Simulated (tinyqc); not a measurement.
Double-gate transistor, scale length and short-channel effects: course of the iteration: decay constant by Newton steps.

A body of thickness ts between two insulators of thickness ti and two tied gates. Below threshold the potential that source and drain add obeys Laplace's equation and vanishes on the gate. Its lowest mode decays along the channel as exp(-k y); k is the smallest positive root of the matching condition at the interface, and the scale length is Lambda = pi/k.

f(k) = ei cos(k ti) cos(k ts/2) - eps_r sin(k ti) sin(k ts/2); f' by a central difference with +/- 1e-5 1/nm; k(new) = k - f/f'.

Stop when k changes by less than 1e-10 1/nm, or after 30 iterations.

Inputs (values chosen for the exercise); permittivities: semiconductor close to that of silicon, insulator close to that of zirconium oxide: relative permittivity of the semiconductor eps_r = 11.5; relative permittivity of the insulator ei = 24.4; insulator thickness ti = 3.6 nm; body thickness ts = 14.1 nm.

k at the start = 0.1575 1/nm

Course of the iteration:
```
iteration  k (1/nm)  |change| (1/nm)
1          0.175415           0.0179
2          0.175645          2.30e-4
3          0.175645          7.22e-8
4          0.175645         7.02e-15
```

Did this iteration meet its convergence test, and what does its course show?

Yes. Converged in 4 iterations. The change falls from 0.018 in the first iteration to below the tolerance in the last.

Range of the model: L is under 1.6 Lambda, where higher modes, left out of the one-mode potential, begin to count.

Computed by the program tinyqc: `OMP_NUM_THREADS=1 python tinyqc.py 2420035 2420036 out.jsonl`, one thread of a shared Intel Xeon 2.30GHz, about 0.01 s for the whole run.
